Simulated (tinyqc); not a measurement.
# Chemically amplified photoresist: aerial image, acid generation, bake, development and line width, step by step

A worked calculation. Computed by tinyqc, a small Python program that keeps every step. Command: `OMP_NUM_THREADS=1 python tinyqc.py 3030699 3030700 out.jsonl resist walk`. One thread of a shared host (Intel(R) Xeon(R) Processor @ 2.30GHz), about 0.02 s of CPU time with the checks. Intermediate numbers are printed to about 6 digits and carried at full precision; extremes and crossings named in words are read from the listed rows.

Lines and spaces of pitch p with a two-beam-like image; x = 0 is the middle of the bright space. The resist is positive and treated as uniform in depth.

Inputs (values chosen for the exercise, for a model resist at 248 nm):
```
quantity                                         value     unit
pitch p                                            230       nm
image contrast c                                  0.82        -
mean dose E                                       15.3  mJ/cm^2
Dill parameter C                                 0.018  cm^2/mJ
quencher load q, relative to the acid generator   0.13        -
acid diffusivity D                                 1.7   nm^2/s
bake time t                                         90        s
amplification rate k_amp                         0.051      1/s
threshold protection m_th                         0.57        -
development selectivity n                           12        -
largest rate r_max                                 210     nm/s
smallest rate r_min                               0.07     nm/s
resist thickness d                                 220       nm
development time t_d                                45        s
photon energy                                        5       eV
absorption coefficient alpha                      0.96     1/um
```

## Acid image and its blur

Dose E(x) = E [1 + c cos(2 pi x/p)]; acid h = 1 - exp(-C E(x)). Bake: the acid image is blurred by a Gaussian of variance sigma^2 = 2 D t (each Fourier term k of h, taken on 64 points, is multiplied by exp(-4 pi^2 k^2 D t/p^2)). Cosine coefficients: h(x) = sum_k h_k cos(2 pi k x/p).

diffusion length sigma = sqrt(2 D t) = 17.4929 nm

h_0 to h_4 before the bake: 0.231020  0.172559  -0.009722  0.000366  -0.000010

h_0 to h_4 after the blur: 0.231020  0.153940  -0.006157  0.000131  -0.000002

blur factor of the first harmonic = 0.892096

sigma/p = 0.076; the blur keeps 89 % of the modulation.

## From image to dissolution rate

The quencher then removes q, h_eff = max(h_blurred - q, 0); protection m = exp(-k_amp t h_eff). Mack rate r = r_max (a + 1)(1 - m)^n/(a + (1 - m)^n) + r_min, a = ((n + 1)/(n - 1))(1 - m_th)^n.

Across half a pitch:
```
x/p   x (nm)  dose (mJ/cm^2)  blurred acid  protection m  rate (nm/s)
0.00     0.0         27.8460      0.378932       0.31899  2.09088e+02
0.05    11.5         27.2320      0.372521       0.32852  2.08906e+02
0.10    23.0         25.4499      0.353618       0.35829  2.08065e+02
0.15    34.5         22.6744      0.323283       0.41182  2.04450e+02
0.20    46.0         19.1769      0.283465       0.49440  1.79682e+02
0.25    57.5         15.3000      0.237176       0.61144  4.21786e+01
0.30    69.0         11.4231      0.188537       0.76438  2.00093e-01
0.35    80.5          7.9256      0.142565       0.94396  7.00000e-02
0.40    92.0          5.1501      0.104620       1.00000  7.00000e-02
0.45   103.5          3.3680      0.079556       1.00000  7.00000e-02
0.50   115.0          2.7540      0.070791       1.00000  7.00000e-02
```

The dose varies by a factor 10.11 across the pattern and the rate by 2990.

## Space width and dose latitude

Edge: vertical development clears the film where r t_d >= d; the space width is twice the x where r = d/t_d. Dose sensitivity = d ln(width)/d ln E from widths at 1.005 E and E/1.005; image log-slope at the edge = |d ln E/dx|, normalised by the width (NILS); latitude for 10 % of width = 10 %/sensitivity.

space width = 126.105 nm

dose sensitivity = 0.692516

NILS = 3.18736

dose latitude = 14.4401 %

At the same width a resist without blur would give a sensitivity 2/NILS = 0.627; the blur multiplies it by 1.10. Caution: lateral development, standing waves and the joint diffusion of acid and quencher are left out, so widths are indicative.

## Photon statistics at the edge

The edge lies at x = width/2. Absorbed photons per volume N = E(edge) alpha/(photon energy), 1 mJ/cm^2 = 62.41509 eV/nm^2, alpha in 1/nm; a Gaussian blur averages over a volume V = (2 sqrt(pi) sigma)^3; relative noise 1/sqrt(N V); edge noise sigma_x = (dh/d ln E) noise/|dh/dx|, with both derivatives of the blurred acid at the edge.

absorbed photons N = 0.160633 1/nm^3

photons in the blur volume = 38302.8

edge noise from photons = 0.223105 nm

Caution: the noise counts photons alone (acid and quencher statistics add to it) and takes the film as thicker than the blur; a thinner film averages in two dimensions only.

## Blur against noise

For each sigma the edge is held at x = p/4; N is taken at the mean dose; edge noise = (dh/d ln E)/(sqrt(N V) |dh/dx|), both derivatives taken of the blurred acid, V = (2 sqrt(pi) sigma)^3, N = E alpha/(photon energy), 1 mJ/cm^2 = 62.41509 eV/nm^2.

Trade-off:
```
sigma/p  sigma (nm)  blur factor  photons in V  edge noise (nm)
0.02            4.6     0.992135   7.95006e+02          1.59121
0.04            9.2     0.968911   6.36005e+03          0.57143
0.07           16.1     0.907808   3.40859e+04          0.25861
0.10           23.0     0.820869   9.93758e+04          0.16412
0.14           32.2     0.679167   2.72687e+05          0.11720
0.18           41.4     0.527530   5.79560e+05          0.10227
0.22           50.6     0.384667   1.05815e+06          0.10329
0.27           62.1     0.237168   1.95601e+06          0.12301
0.33           75.9     0.116531   3.57127e+06          0.18524
```

The noise is least near sigma/p = 0.18 among these rows. More diffusion averages over more photons (noise falls as sigma^(-3/2)) until it erases the image slope (factor exp(-2 pi^2 sigma^2/p^2)); for a pure cosine the two balance at sigma/p = sqrt(3/8)/pi = 0.195. Caution: for a film thinner than the blur the noise falls as 1/sigma only, and the optimum moves to sigma/p = 1/(2 pi) = 0.159.

Checks made by the program: sensitivity 2/NILS in the limit of no diffusion (relative difference 1e-06).
